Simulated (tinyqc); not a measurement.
Thermal boundary conductance by the acoustic and diffuse mismatch models: one step, computed by the program tinyqc.

Each side has one longitudinal and two transverse Debye branches, omega = v q up to q_D = (6 pi^2 n)^(1/3), with n counting all atoms. Scattering at the interface is elastic. Electrons are left out of G, also for metals. Melting is ignored. G refers to the temperatures of the phonons sent towards the interface. Linear branches over all atoms overstate G at high T, most for crystals with several atoms a cell.

Task: Boundary conductance. G = (k_B^4 T^3/(8 pi^2 hbar^3)) int W(x) x^4 e^x/(e^x - 1)^2 dx, x = hbar omega/(k_B T). Acoustic mismatch: W = sum over the three branches of alpha(1 to 2)/v_1^2, each up to the lower of its two cut-offs. Diffuse mismatch: W = S_1 S_2/(S_1 + S_2), where S_i sums 1/v^2 over the branches of side i still below their cut-off. Radiation limit: W = min(S_1, S_2). The integral is split at the four cut-offs (64 Gauss-Legendre points a piece, x at most 45). Boundary resistance R = 1/G and Kapitza length kappa_2/G use the diffuse value.

Inputs (values chosen for the exercise, modelled on germanium (side 1) and lead (side 2)): conductivity kappa_2 = 34 W/(m K); temperature T = 150 K.

Structure: film on a substrate.

Branches:

| branch | v (m/s) | cut-off (K) | Z (1e6 kg/(m^2 s)) |
|---|---|---|---|
| L, side 1 | 5370 | 562.2730 | 29.0517 |
| T, side 1 | 3260 | 341.3427 | 17.6366 |
| L, side 2 | 2410 | 228.9750 | 27.2330 |
| T, side 2 | 990 | 94.0603 | 11.1870 |

Transmission:

| branch | t at normal incidence | largest angle from side 1 (deg) | alpha, 1 to 2 | alpha, 2 to 1 |
|---|---|---|---|---|
| L | 0.9989559 | 90 | 0.9113652 | 0.1835600 |
| T | 0.9499310 | 90 | 0.9533742 | 0.0879222 |

Constants: k_B = 1.380649e-23 J/K; hbar = 1.054571817e-34 J s.

Give: G, acoustic mismatch; G, diffuse mismatch; G, radiation limit; boundary resistance R; Kapitza length in side 2.

Result:

G, acoustic mismatch = 63.442 MW/(m^2 K)

G, diffuse mismatch = 147.37 MW/(m^2 K)

G, radiation limit = 246.71 MW/(m^2 K)

boundary resistance R = 6.7855 m^2 K/GW

Kapitza length in side 2 = 230.71 nm

The diffuse value is 2.32 times the acoustic one and 60 % of the radiation limit. Diffuse scattering raises G here: it ignores the impedance mismatch and lets phonons change direction and branch. Caution: kappa_2 is of room-temperature size, so the Kapitza length is only nominal at this T. Caution: at this temperature short waves carry the heat; linear branches up to q_D overstate their velocity, and inelastic processes, left out here, grow with T.
